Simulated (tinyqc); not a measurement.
# Gas flow in a process chamber: flow regimes, conductance, effective pumping speed, pump-down, outgassing and purge, step by step

A worked calculation. Computed by tinyqc, a small Python program that keeps every step. Command: `OMP_NUM_THREADS=1 python tinyqc.py 3121485 3121486 out.jsonl pump walk`. One thread of a shared host (Intel(R) Xeon(R) Processor @ 2.30GHz), about 0.08 s of CPU time with the checks. Intermediate numbers are printed to about 5 digits and carried at full precision; extremes and crossings named in words are read from the listed rows.

Ideal gas, isothermal flow, a pump of constant speed at the end of a round pipe; process gas, volume gas and outgassing are given the same properties. 1 sccm = 101325 Pa x 1e-6 m^3/60 s x T/273.15 K.

Inputs (values chosen for the exercise, modelled on nitrogen near room temperature):
```
quantity                    value            unit
molar mass M                28.01           g/mol
molecular diameter           0.37              nm
viscosity eta                17.8   micropascal s
temperature T                 293               K
chamber volume V               34               L
wall area                    0.75             m^2
pipe diameter d               2.5              cm
pipe length l                 120              cm
pump speed S                  3.9             L/s
process gas flow              9.3            sccm
outgassing rate after 1 h   1e-05  Pa m^3/(s m^2)
outgassing exponent n        0.76               -
starting pressure p0          450              Pa
target base pressure       0.0003              Pa
```

Constants: k_B = 1.380649e-23 J/K; u = 1.6605390666e-27 kg.

## Molecular flow

Mean speed c = sqrt(8 k_B T/(pi m)); aperture conductance C_a = c pi d^2/16; molecular pipe C_m = C_a/(1 + 3 l/(4 d)) (Dushman form); viscous pipe C_v = pi d^4 p_mean/(128 eta l); Knudsen interpolation C = C_v + C_m (1 + x)/(1 + 1.24 x), x = d p_mean sqrt(m/(k_B T))/eta. Effective speed 1/S_eff = 1/S + 1/C_m; time constant V/S_eff; pressure at which the free path k_B T/(sqrt2 pi d_m^2 p) equals d.

mean speed c = 470.61 m/s

C_a = 57.753 L/s

C_m = 1.5609 L/s

S_eff in molecular flow = 1.1147 L/s

time constant = 30.500 s

pressure where the free path equals d = 0.26604 Pa

The pipe passes on 29 % of the pump speed.

## Process pressure

Steady flow: the pump inlet is at p_2 = Q/S, and the chamber pressure p_1 solves Q = C((p_1 + p_2)/2) (p_1 - p_2). Residence time = p_1 V/Q. Knudsen number = free path at the mean pressure over d.

throughput Q = 16.847 Pa L/s

p_2 = 4.3197 Pa

chamber pressure p_1 = 8.4061 Pa

conductance C = 4.1226 L/s

residence time = 16.965 s

Knudsen number = 0.041811

The flow in the pipe is transitional.

## Purging a well-mixed chamber

With steady flow a contaminant decays as exp(-t/residence time); gas used = flow x time.

time to dilute 1e3 times = 117.19 s

time to dilute 1e6 times = 234.38 s

gas used for 1e6 = 36.329 standard cm^3

## Pump-down curve

Pump-down: V dp/dt = -S_eff(p) p + q(t) A, with S_eff = S p_2/p, where p_2 solves C((p + p_2)/2) (p - p_2) = S p_2 at each moment, and q(t) = q_1 (1 h/(t + 10 s))^n; integrated adaptively. At long times p = q(t) A/S_eff. S_eff(p) is tabulated at 260 pressures and interpolated in ln p. Comparison columns: p0 exp(-t/time constant) with the molecular S_eff (0 below 1e-26 p0), and the outgassing limit.

Pressure against time:
```
t (s)       p (Pa)  S_eff (L/s)  volume gas only (Pa)  outgassing limit (Pa)
0.3     4.3507e+02       3.8233            4.4560e+02             5.7666e-01
1       4.0218e+02       3.8171            4.3549e+02             5.4855e-01
3       3.2151e+02       3.7968            4.0785e+02             4.8315e-01
10      1.4874e+02       3.6828            3.2421e+02             3.4825e-01
30      2.1445e+01       2.7635            1.6828e+02             2.0564e-01
100     9.1875e-01       1.1306            1.6956e+01             9.5328e-02
300     4.9721e-02       1.0975            2.4072e-02             4.3375e-02
1000    1.8231e-02       1.1074            2.5955e-12             1.7676e-02
3600    6.7753e-03       1.1119                     0             6.7139e-03
20000   1.8304e-03       1.1139                     0             1.8270e-03
100000  5.3807e-04       1.1145                     0             5.3783e-04
```

From t = 300 s on the pressure is within 20 % of the outgassing limit, which falls only as (t + 10 s)^-0.76: walls, not volume, set the time to base pressure. Early on viscous flow raises S_eff to 3.82 L/s, 3.4 times its molecular value.

## Time to base pressure

From the outgassing limit: t = 1 h x (q_1 A/(S_eff p_target))^(1/n) - 10 s; monolayer time at the target = 1e19 m^-2 x 4 k_B T/(p c) for unit sticking.

time to the target = 59.883 h

monolayer time = 1.1461 s

Checks made by the program: throughput from C and the pressure drop (relative difference below 1e-10).
